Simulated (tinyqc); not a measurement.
Floating body of a partially depleted SOI transistor: body voltage and kink: one step of the calculation.

Source at 0 V. Channel current Ic = 2 nf K Vt^2 [F(0) - F(Vd)](1 + la Vd), F(V) = ln^2(1 + exp((Vg - VT - nf V)/(2 nf Vt))), VT = VT0 - gb Vb. Saturation voltage Vs = 2 Vt sqrt(F(0)) + 3 Vt, excess Ve = (Vd - Vs + sqrt((Vd - Vs)^2 + 0.0004 V^2))/2, multiplication M1 = Ai Ve exp(-Bl/Ve). Each junction passes D(v) = J1 (exp(v/Vt) - 1) + J2 (exp(v/(2 Vt)) - 1). Bipolar current Ib = bb J1 (exp(Vb/Vt) - 1). The body settles where M1 (Ic + Ib) = D(Vb) + D(Vb - Vd) + Vb/Rb; drain current Id = (1 + M1)(Ic + Ib) - D(Vb - Vd).

Task. New Vb. Current into the body I_in = M1 (Ic + Ib) - D(Vb - Vd), current out I_out = D(Vb) + Vb/Rb; f = ln(I_in/I_out), s = df/dVb by central differences over 1e-5 V, Vb(new) = Vb - f/s.

Inputs (values chosen for the exercise); values of the order met in partially depleted silicon-on-insulator transistors: temperature T = 358 K; threshold at zero body voltage VT0 = 0.32 V; fall of the threshold per volt of body voltage gb = 0.23; slope factor nf = 1.15; gain factor per width K = 440 uA/(V^2 um); channel-length modulation factor la = 0.03 1/V; impact-ionisation prefactor Ai = 3.36 1/V; impact-ionisation voltage Bl = 4.7 V; diffusion saturation current of each junction J1 = 2.4e-10 uA/um; recombination saturation current of each junction J2 = 7.9e-8 uA/um; gain of the lateral bipolar transistor on the diffusion current bb = 0; resistance of a weak body tie to the source (1e9 stands for no tie, and the term is then dropped) Rb = 1e9 kohm um; gate voltage Vg = 0.62 V; drain voltage Vd = 2 V.

Constants: q = 1.602176634e-19 C, kB = 1.380649e-23 J/K, Vt = kB T/q. Results are converted to the units shown.

Vb after iteration 1 = 0.75395641 V

Give: Ic; Ve; M1; I_in; I_out; f; s; Vb after iteration 2.

Result.

Ic = 45.46 uA/um
Ve = 1.496 V
M1 = 0.2171
I_in = 9.868 uA/um
I_out = 9.881 uA/um
f = -0.001292
s = -31.97 1/V
Vb after iteration 2 = 0.7539 V

Range of the model: The multiplication law is an empirical form chosen for the exercise; self-heating and capacitive coupling to the body are left out, and the linear laws are rough once Vb passes about 0.7 V or M1 about 0.1.

Numbers from tinyqc (`OMP_NUM_THREADS=1 python tinyqc.py 2182272 2182273 out.jsonl`; about 0.2 s on one thread of a shared Intel Xeon 2.30GHz).
